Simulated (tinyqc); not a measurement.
Angle series: uniform film or islands? Model: X-ray photoelectron analysis of a thin oxide on a semiconductor: attenuation lengths, thickness, angle series and band offsets. Computed by tinyqc, a small Python program. Command: `OMP_NUM_THREADS=1 python tinyqc.py 3113859 3113860 out.jsonl xps walk`. One thread of a shared host (Intel(R) Xeon(R) Processor @ 2.30GHz), about 0.01 s of CPU time with the checks.

The same element is seen in the oxide and in the substrate, at nearly the same kinetic energy; films are flat and uniform, and the work function is ignored.

Inputs (values chosen for the exercise, modelled on SiO2 on silicon):

| quantity | value | unit |
|---|---|---|
| photon energy | 650 | eV |
| binding energy of the core level | 99.4 | eV |
| oxide density | 2.26 | g/cm^3 |
| oxide formula mass | 60.08 | g/mol |
| valence electrons per oxide formula | 16 | - |
| oxide gap | 8.93 | eV |
| substrate density | 2.33 | g/cm^3 |
| substrate formula mass | 28.09 | g/mol |
| valence electrons per substrate formula | 4 | - |
| substrate gap | 1.12 | eV |
| oxide thickness d | 5.1 | nm |
| emission angle from the normal | 45 | degrees |
| attenuation length over inelastic mean free path | 0.94 | - |
| carbon overlayer | 0.6 | nm |

Method:
- TPP-2M: lambda = E/(E_p^2 [b ln(c E) - C/E + D/E^2]) in angstrom, E_p = 28.8 sqrt(N_v rho/M), b = -0.10 + 0.944/sqrt(E_p^2 + E_g^2) + 0.069 rho^0.1, c = 0.191/sqrt(rho), U = N_v rho/M, C = 1.97 - 0.91 U, D = 53.4 - 20.8 U, with E = photon energy less binding energy in eV.
- Attenuation length L = factor x lambda.
- R_0 = (rho_o/M_o) L_o/((rho_s/M_s) L_s); peak ratio R = I_ox/I_sub = R_0 [exp(d/(L_o cos theta)) - 1]; hence d = L_o cos theta ln(1 + R/R_0). A carbon layer weakens both peaks alike, by exp(-d_C/(L_o cos theta)) if its L is taken equal to L_o. This R_0 leaves out intrinsic losses from the substrate peak, so calibrated values can be larger.
- Islands: half of the surface carries 2 d and half none, R = R_0 (1/2)(1 - t)/(1/2 + t/2) with t = exp(-2 d/(L_o cos theta)); the apparent thickness is read with the uniform formula.

R_0 = 0.574676

L in the oxide = 1.80548 nm

Against the angle:

| theta (degrees) | R, uniform | R, islands | apparent d, islands (nm) |
|---|---|---|---|
| 0 | 9.1123e+00 | 0.57064 | 1.2451 |
| 20 | 1.1038e+01 | 0.57187 | 1.1718 |
| 35 | 1.7498e+01 | 0.57351 | 1.0236 |
| 45 | 3.0638e+01 | 0.57429 | 0.8845 |
| 55 | 7.8533e+01 | 0.57461 | 0.7178 |
| 65 | 4.5883e+02 | 0.57467 | 0.5289 |
| 75 | 3.1570e+04 | 0.57468 | 0.3239 |

A uniform film gives d = 5.1 nm at every angle. The island film of the same volume reads 1.25 nm at normal emission and 0.324 nm at 75 degrees; its ratio cannot pass R_0, since the bare half always shows the substrate.

Extremes, crossings and ranges named in words are read from the listed rows.
